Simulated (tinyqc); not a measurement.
# Abrupt p-n junction, non-linear Poisson equation by Newton steps: effect of temperature

One dimension, p side on the left, n side on the right; net doping C = -Na for x < 0 and +Nd for x > 0. The potential psi is counted from the intrinsic level, and the quasi-Fermi potentials are flat: 0 for holes and -V for electrons, so n = ni exp((psi + V)/Vt) and p = ni exp(-psi/Vt) (Boltzmann statistics, full ionisation, no current).

Nc and Nv are given at 300 K and scale as (T/300 K)^1.5; Eg and eps_r are held fixed and ionisation stays complete. ni = sqrt(Nc Nv) exp(-Eg/(2 Vt)), Eg in volts. Depletion approximation: Vbi = Vt ln(Na Nd/ni^2), W = sqrt(2 eps0 eps_r (Vbi - V)(1/Na + 1/Nd)/q), xp = W Nd/(Na + Nd), xn = W Na/(Na + Nd), peak field 2 (Vbi - V)/W, capacitance eps0 eps_r/W. Exact first integral for an abrupt junction with thick neutral sides: psi_p = -Vt ln(Na/ni), psi_n = Vt ln(Nd/ni) - V, psi_j = (Nd psi_n + Na psi_p - Vt (Nd - Na))/(Na + Nd) at the junction, n_j = ni exp((psi_j + V)/Vt), p_j = ni exp(-psi_j/Vt), and E_j^2 = (2 q/(eps0 eps_r)) [Nd (psi_n - psi_j - Vt) + Vt (n_j + p_j)] (minority densities of the neutral sides neglected).

Values chosen for this exercise; band and dielectric values close to those of gallium nitride:
```
symbol,value,unit,meaning
Eg,3.38,eV,band gap
eps_r,9.42,,relative permittivity
Nc,2.28e18,cm^-3,conduction-band density of states at the reference temperature
Nv,4.6e19,cm^-3,valence-band density of states at the reference temperature
Na,1.5e18,cm^-3,acceptor density of the p side
Nd,4.4e16,cm^-3,donor density of the n side
V,-0.5,V,bias of the p side against the n side
```

Constants: q = 1.602176634e-19 C, kB = 1.380649e-23 J/K, Vt = kB T/q, eps0 = 8.8541878128e-14 F/cm where lengths are in cm. Results are converted to the units shown.

The same in every row: share of W on the n side (%) = 97.150.

Effect of temperature:

| T (K) | ni (cm^-3) | Vbi (V) | W (nm) | peak field, depletion (kV/cm) | peak field, exact (kV/cm) |
|---|---|---|---|---|---|
| 200 | 1.4457e-24 | 3.2739 | 303.19 | 248.95 | 247.83 |
| 240 | 2.3798e-17 | 3.2414 | 301.88 | 247.88 | 246.56 |
| 280 | 3.5216e-12 | 3.2071 | 300.49 | 246.74 | 245.27 |
| 320 | 2.7294e-8 | 3.1714 | 299.04 | 245.55 | 243.98 |
| 360 | 2.9523e-5 | 3.1344 | 297.53 | 244.31 | 242.72 |
| 400 | 0.0080296 | 3.0962 | 295.96 | 243.02 | 241.50 |
| 440 | 0.79894 | 3.0570 | 294.34 | 241.69 | 240.32 |
| 480 | 37.351 | 3.0168 | 292.67 | 240.32 | 239.20 |

ni rises from 1.45e-24 to 37.4 cm^-3, while Vbi falls from 3.27 to 3.02 V, on average -0.918 mV/K; W falls from 303 to 293 nm. The depletion field is 0.45 % above the exact one in the first row and 0.47 % above it in the last.

tinyqc, about 0.02 s, one thread, Intel Xeon 2.30GHz (shared host): `OMP_NUM_THREADS=1 python tinyqc.py 2000091 2000092 out.jsonl`
